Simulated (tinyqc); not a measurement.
Worked calculation: Hueckel theory of the pi electrons with the omega technique, for the molecule C=C1C=CC=CN=C1 (SMILES; centres numbered as the heavy atoms are written). One step of it, computed by the program tinyqc.

Question. Energy, charges, bond orders. E = sum n x; q_r = z_r - P_rr; bond order p = P_rs; free valence = sqrt(3) - sum of p over the bonds of the atom.

final x values: [2.116932, 1.457826, 1.325826, 0.186417, -0.336879, -0.706343, -1.646745, -1.937033]

occupations: [2.000000, 2.000000, 2.000000, 2.000000, 0.000000, 0.000000, 0.000000, 0.000000]

final P, order 1C, 2C, 3C, 4C, 5C, 6C, 7N, 8C:
```
[[1.121715, 0.788080, -0.144762, -0.335489, 0.210333, 0.236706, -0.353000, -0.075670],
 [0.788080, 1.016913, 0.418715, -0.000551, -0.053710, -0.057312, -0.027135, 0.443187],
 [-0.144762, 0.418715, 0.954566, 0.786624, 0.054860, -0.335979, -0.088812, 0.243106],
 [-0.335489, -0.000551, 0.786624, 0.980936, 0.503274, 0.033916, -0.080293, -0.086158],
 [0.210333, -0.053710, 0.054860, 0.503274, 0.968649, 0.767180, 0.017593, -0.326685],
 [0.236706, -0.057312, -0.335979, 0.033916, 0.767180, 0.960016, 0.486029, 0.016304],
 [-0.353000, -0.027135, -0.088812, -0.080293, 0.017593, 0.486029, 1.098856, 0.783590],
 [-0.075670, 0.443187, 0.243106, -0.086158, -0.326685, 0.016304, 0.783590, 0.898349]]
```

Centres:
```
centre  z_r, pi electrons of the neutral centre         h
1C                                            1  0.000000
2C                                            1  0.000000
3C                                            1  0.000000
4C                                            1  0.000000
5C                                            1  0.000000
6C                                            1  0.000000
7N                                            1  0.460000
8C                                            1  0.000000
```

Bonds:
```
i  j         k
1  2         1
2  3         1
3  4         1
4  5         1
5  6         1
6  7  0.910000
7  8  0.910000
8  2         1
```

Give: pi energy = 8 alpha + this times beta; pi charges; Bond orders and lengths from R = 1.517 - 0.180 p; free valence of the carbons; gap between the highest filled and the next level.

Answer.

pi energy = 8 alpha + this times beta = 10.1740

pi charges: [-0.1217, -0.0169, 0.0454, 0.0191, 0.0314, 0.0400, -0.0989, 0.1017]

Bond orders and lengths from R = 1.517 - 0.180 p (angstrom, C-C alone):
```
bond       p       R
1-2   0.7881  1.3751
2-3   0.4187  1.4416
3-4   0.7866  1.3754
4-5   0.5033  1.4264
5-6   0.7672  1.3789
6-7   0.4860       -
7-8   0.7836       -
8-2   0.4432  1.4372
```

free valence of the carbons: [0.9440, 0.0821, 0.5267, 0.4422, 0.4616, 0.4788, 0.5053]

gap between the highest filled and the next level = 0.5233 |beta|
